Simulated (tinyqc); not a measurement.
Empirical pseudopotential in a few plane waves, step by step. One step of it, computed by the program tinyqc.

Task: Levels at G. Diagonalise the Hermitian matrix.

H(k) at G (eV):
```
                     +0+0+0               -1-1-1               -1-1+1               -1+1-1
+0+0+0             0.000000   2.135790+0.731172i  -2.135790+0.731172i  -2.135790+0.731172i
-1-1-1   2.135790-0.731172i            15.191859   0.000000-0.353748i   0.000000-0.353748i
-1-1+1  -2.135790-0.731172i   0.000000+0.353748i            15.191859             0.448988
-1+1-1  -2.135790-0.731172i   0.000000+0.353748i             0.448988            15.191859
-1+1+1  -2.135790+0.731172i            -0.448988   0.000000+0.353748i   0.000000+0.353748i
+1-1-1  -2.135790-0.731172i   0.000000+0.353748i             0.448988             0.448988
+1-1+1  -2.135790+0.731172i            -0.448988   0.000000+0.353748i             0.000000
+1+1-1  -2.135790+0.731172i            -0.448988             0.000000   0.000000+0.353748i
+1+1+1   2.135790+0.731172i             0.000000            -0.448988            -0.448988
-2+0+0   0.000000-0.353748i  -2.135790+0.731172i  -2.135790-0.731172i  -2.135790-0.731172i
+0-2+0   0.000000-0.353748i  -2.135790+0.731172i  -2.135790-0.731172i   0.500275-0.192414i
+0+0-2   0.000000-0.353748i  -2.135790+0.731172i   0.500275-0.192414i  -2.135790-0.731172i
+0+0+2   0.000000+0.353748i  -0.500275-0.192414i   2.135790+0.731172i  -0.500275+0.192414i
+0+2+0   0.000000+0.353748i  -0.500275-0.192414i  -0.500275+0.192414i   2.135790+0.731172i
+2+0+0   0.000000+0.353748i  -0.500275-0.192414i  -0.500275+0.192414i  -0.500275+0.192414i

                     -1+1+1               +1-1-1               +1-1+1               +1+1-1
+0+0+0  -2.135790-0.731172i  -2.135790+0.731172i  -2.135790-0.731172i  -2.135790-0.731172i
-1-1-1            -0.448988   0.000000-0.353748i            -0.448988            -0.448988
-1-1+1   0.000000-0.353748i             0.448988   0.000000-0.353748i             0.000000
-1+1-1   0.000000-0.353748i             0.448988             0.000000   0.000000-0.353748i
-1+1+1            15.191859             0.000000             0.448988             0.448988
+1-1-1             0.000000            15.191859   0.000000-0.353748i   0.000000-0.353748i
+1-1+1             0.448988   0.000000+0.353748i            15.191859             0.448988
+1+1-1             0.448988   0.000000+0.353748i             0.448988            15.191859
+1+1+1   0.000000+0.353748i            -0.448988   0.000000+0.353748i   0.000000+0.353748i
-2+0+0   2.135790-0.731172i   0.500275-0.192414i  -0.500275-0.192414i  -0.500275-0.192414i
+0-2+0  -0.500275-0.192414i  -2.135790-0.731172i   2.135790-0.731172i  -0.500275-0.192414i
+0+0-2  -0.500275-0.192414i  -2.135790-0.731172i  -0.500275-0.192414i   2.135790-0.731172i
+0+0+2  -2.135790+0.731172i  -0.500275+0.192414i  -2.135790+0.731172i   0.500275+0.192414i
+0+2+0  -2.135790+0.731172i  -0.500275+0.192414i   0.500275+0.192414i  -2.135790+0.731172i
+2+0+0   0.500275+0.192414i   2.135790+0.731172i  -2.135790+0.731172i  -2.135790+0.731172i

                     +1+1+1               -2+0+0               +0-2+0               +0+0-2
+0+0+0   2.135790-0.731172i   0.000000+0.353748i   0.000000+0.353748i   0.000000+0.353748i
-1-1-1             0.000000  -2.135790-0.731172i  -2.135790-0.731172i  -2.135790-0.731172i
-1-1+1            -0.448988  -2.135790+0.731172i  -2.135790+0.731172i   0.500275+0.192414i
-1+1-1            -0.448988  -2.135790+0.731172i   0.500275+0.192414i  -2.135790+0.731172i
-1+1+1   0.000000-0.353748i   2.135790+0.731172i  -0.500275+0.192414i  -0.500275+0.192414i
+1-1-1            -0.448988   0.500275+0.192414i  -2.135790+0.731172i  -2.135790+0.731172i
+1-1+1   0.000000-0.353748i  -0.500275+0.192414i   2.135790+0.731172i  -0.500275+0.192414i
+1+1-1   0.000000-0.353748i  -0.500275+0.192414i  -0.500275+0.192414i   2.135790+0.731172i
+1+1+1            15.191859  -0.500275-0.192414i  -0.500275-0.192414i  -0.500275-0.192414i
-2+0+0  -0.500275+0.192414i            20.255812             0.448988             0.448988
+0-2+0  -0.500275+0.192414i             0.448988            20.255812             0.448988
+0+0-2  -0.500275+0.192414i             0.448988             0.448988            20.255812
+0+0+2  -2.135790-0.731172i            -0.448988            -0.448988             0.000000
+0+2+0  -2.135790-0.731172i            -0.448988             0.000000            -0.448988
+2+0+0  -2.135790-0.731172i             0.000000            -0.448988            -0.448988

                     +0+0+2               +0+2+0               +2+0+0
+0+0+0   0.000000-0.353748i   0.000000-0.353748i   0.000000-0.353748i
-1-1-1  -0.500275+0.192414i  -0.500275+0.192414i  -0.500275+0.192414i
-1-1+1   2.135790-0.731172i  -0.500275-0.192414i  -0.500275-0.192414i
-1+1-1  -0.500275-0.192414i   2.135790-0.731172i  -0.500275-0.192414i
-1+1+1  -2.135790-0.731172i  -2.135790-0.731172i   0.500275-0.192414i
+1-1-1  -0.500275-0.192414i  -0.500275-0.192414i   2.135790-0.731172i
+1-1+1  -2.135790-0.731172i   0.500275-0.192414i  -2.135790-0.731172i
+1+1-1   0.500275-0.192414i  -2.135790-0.731172i  -2.135790-0.731172i
+1+1+1  -2.135790+0.731172i  -2.135790+0.731172i  -2.135790+0.731172i
-2+0+0            -0.448988            -0.448988             0.000000
+0-2+0            -0.448988             0.000000            -0.448988
+0+0-2             0.000000            -0.448988            -0.448988
+0+0+2            20.255812             0.448988             0.448988
+0+2+0             0.448988            20.255812             0.448988
+2+0+0             0.448988             0.448988            20.255812
```

Give: eigenvalues.

Result:

eigenvalues (eV): [-2.527, 11.330, 11.330, 11.330, 12.957, 14.900, 14.900, 14.900, 18.475, 19.358, 19.358, 23.511, 23.511, 23.511, 26.225]
